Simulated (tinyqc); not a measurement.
Inside a calculation. Model: inversion-layer mobility, back-scattering and ballistic limit of a field-effect transistor. Computed by tinyqc, a small Python program that keeps every step. Command: `OMP_NUM_THREADS=1 python tinyqc.py 3024930 3024931 out.jsonl mos walk`. One thread of a shared host (Intel(R) Xeon(R) Processor @ 2.30GHz), about 0.01 s of CPU time with the checks. Intermediate numbers are printed to about 7 digits and carried at full precision; extremes and crossings named in words are read from the listed rows.

The charge at the top of the source barrier is fixed by the gate; series resistance and short-channel effects are left out. F_j are Fermi integrals normalised to exp(eta) in the classical limit.

Inputs (values chosen for the exercise, modelled on a silicon p-channel): transport mass m = 0.31 m_0; valley degeneracy g_v = 1; weight w of the inversion charge = 0.333; permittivity eps = 11.7; phonon mobility at 1 MV/cm and 300 K, mu_ph = 100 cm^2/(V s); roughness mobility at 1 MV/cm, mu_sr = 160 cm^2/(V s); Coulomb mobility at N_inv = 1e12/cm^2, mu_C = 240 cm^2/(V s); electrical oxide thickness t_inv = 1.5 nm; depletion charge N_dep = 1.7e+12 1/cm^2; gate overdrive V_G - V_T = 0.84 V; drain voltage V_D = 0.05 V; channel length L = 710 nm; exponent a of the critical length = 0.64; temperature T = 300 K.

Statistics at the top of the barrier: Fermi-Dirac.

Constants: eps_0 = 8.8541878128e-12 F/m; e = 1.602176634e-19 C; m_0 = 9.1093837015e-31 kg; k_B = 1.380649e-23 J/K; hbar = 1.054571817e-34 J s; k_B = 8.617333262e-05 eV/K.

## Charge and field

N_inv = 3.9 eps_0 (V_G - V_T)/(e t_inv); effective field E_eff = e (N_dep + w N_inv)/(eps eps_0).

inversion density N_inv = 1.206955e+13 1/cm^2

effective field E_eff = 0.8845207 MV/cm

## Effective mobility

mu_phonon = mu_ph (E_eff/1 MV/cm)^(-0.3) (T/300 K)^(-1.75); mu_rough = mu_sr (E_eff/1 MV/cm)^(-2); mu_Coulomb = mu_C (N_inv/1e12 cm^-2) (T/300 K); Matthiessen's rule adds 1/mu.

phonon part = 103.7499 cm^2/(V s)

roughness part = 204.5050 cm^2/(V s)

Coulomb part = 2896.691 cm^2/(V s)

effective mobility mu = 67.23303 cm^2/(V s)

The phonon part is the lowest and holds 65 % of 1/mu.

## Ballistic limit

F_j(eta) = (1/Gamma(j + 1)) int_0^infinity x^j/(1 + exp(x - eta)) dx, F_0 = ln(1 + exp(eta)). Integrals over x = E/(k_B T) use 160 Gauss-Legendre points in u = sqrt(x) from 0 to sqrt(max(eta, 0) + 32). Ballistic channel: N_2D = g_v m k_B T/(pi hbar^2), U = e V_D/(k_B T); eta_F solves N_inv = (N_2D/2)[F_0(eta_F) + F_0(eta_F - U)]; v_T = sqrt(2 k_B T/(pi m)); I/W = e (N_2D/2) v_T [F_1/2(eta_F) - F_1/2(eta_F - U)]; injection velocity v_T F_1/2(eta_F)/F_0(eta_F).

N_2D = 3.347750e+12 1/cm^2

eta_F = 4.531030

thermal velocity v_T = 0.9663111 1e7 cm/s

injection velocity = 1.641376 1e7 cm/s

ballistic current I/W = 1022.155 microampere/micrometre

Degeneracy raises the injection velocity by a factor 1.70.

## Back-scattering

Mean free path lambda = (2 k_B T/e)(mu/v_T) F_0(eta_0)/F_-1/2(eta_0), with eta_0 from N_inv = N_2D F_0(eta_0); critical length l = L (1 + U)^(-a), an empirical rule; back-scattering r = l/(l + lambda). Then eta solves N_inv = (N_2D/2)[(1 + r) F_0(eta) + (1 - r) F_0(eta - U)] and I/W = e (N_2D/2) v_T (1 - r)[F_1/2(eta) - F_1/2(eta - U)]. Ballistic ratio: I over the ballistic current. Apparent mobility 1/(1/mu + 1/mu_B), mu_B = mu L/lambda.

eta_0 = 3.577715

mean free path lambda = 6.321025 nm

critical length l = 356.5133 nm

back-scattering coefficient r = 0.9825788

current I/W = 14.89631 microampere/micrometre

ballistic ratio = 0.01457344

apparent low-field mobility = 66.63975 cm^2/(V s)

L/lambda = 112.32; at this drain voltage the first 357 nm can return carriers, and the ratio is 1 %.

## Channel length

The last column is the long-channel law e N_inv mu V/L with V = V_D - V_D^2/(2 V_ov) below pinch-off and V_ov/2 above, V_ov = V_G - V_T.

Currents (microampere/micrometre):
```
L (nm)          r       I/W  ballistic ratio  long-channel law
5       0.2842784  698.1173        0.6829859          1261.428
10      0.4427053  528.7021        0.5172427           630.714
20      0.6137155  355.1525        0.3474547           315.357
40      0.7606242  213.9861        0.2093480           157.678
80      0.8640392  119.0837        0.1165026            78.839
160     0.9270612   63.0788        0.0617116            39.420
400     0.9694892   26.1589        0.0255919            15.768
1000    0.9875681   10.6192        0.0103890             6.307
```

The current scales as L^-0.98 at the long end and as L^-0.40 at the short end, where it reaches 68 % of the ballistic 1020. The long-channel law passes the ballistic limit between 5.00 and 10.0 nm and has no meaning below. At 1000 nm the model gives 1.68 times the long-channel law; the rule for l is a fit for short devices and fails wherever the model exceeds that law. Raising mu by 10 % at 20 nm raises I by 6.4 %.

## The mobility curve

The formulas are those given above.

Mobilities (cm^2/(V s)):
```
V_G - V_T (V)  N_inv (1/cm^2)  E_eff (MV/cm)    phonon  roughness   Coulomb     total
0.03             4.310552e+11       0.285121  145.7107   1968.170   103.453  58.69508
0.06             8.621105e+11       0.307321  142.4697   1694.090   206.907  80.37019
0.12             1.724221e+12       0.351721  136.8172   1293.374   413.813  95.24948
0.20             2.873702e+12       0.410921  130.5788    947.554   689.688  98.39139
0.35             5.028978e+12       0.521921  121.5398    587.369  1206.955  92.94722
0.50             7.184254e+12       0.632921  114.7084    399.412  1724.221  84.73565
0.75             1.077638e+13       0.817921  106.2152    239.165  2586.331  71.51689
1.00             1.436851e+13       1.002921   99.9125    159.069  3448.442  60.29435
1.50             2.155276e+13       1.372921   90.9298     84.885  5172.663  43.53218
```

The lowest part is Coulomb at 0.0300, phonon from 0.0600 to 1.00, roughness at 1.50 V. The total peaks at 98 near E_eff = 0.41 MV/cm: screening lifts it at low density and the field presses it down at high density.

Checks made by the program: long channel and small V_D against the drift formula e N mu V_D/L (relative difference 2e-04).
